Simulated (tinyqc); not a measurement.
Bloch-Grueneisen resistivity of a metal: one step, computed by the program tinyqc.

Electrons scatter from a Debye spectrum of phonons (n = 5 for scattering within one band, n = 3 for scattering into a second, heavy band) and from static defects.

Task: The integral and the phonon part. J_n(y) = int_0^y x^n e^x/(e^x - 1)^2 dx, by 96 Gauss-Legendre points (upper limit at most 60). rho_ph = (n - 1) rho_1 (T/Theta)^n J_n(Theta/T), with rho_1 = 2 pi lambda_tr k_B Theta/(hbar eps_0 w_p^2), the high-temperature line at T = Theta.

Inputs (values chosen for the exercise, modelled on cobalt): exponent n = 5; Debye temperature Theta = 412 K; temperature T = 373 K.

Addition: T^2 term.

rho_1 = 9.420014 microohm cm

Give: Theta/T; J_n; phonon resistivity rho_ph.

Result:

Theta/T = 1.105

J_n = 0.3480

phonon resistivity rho_ph = 7.976 microohm cm

This is 93.5 % of the straight line rho_1 T/Theta.
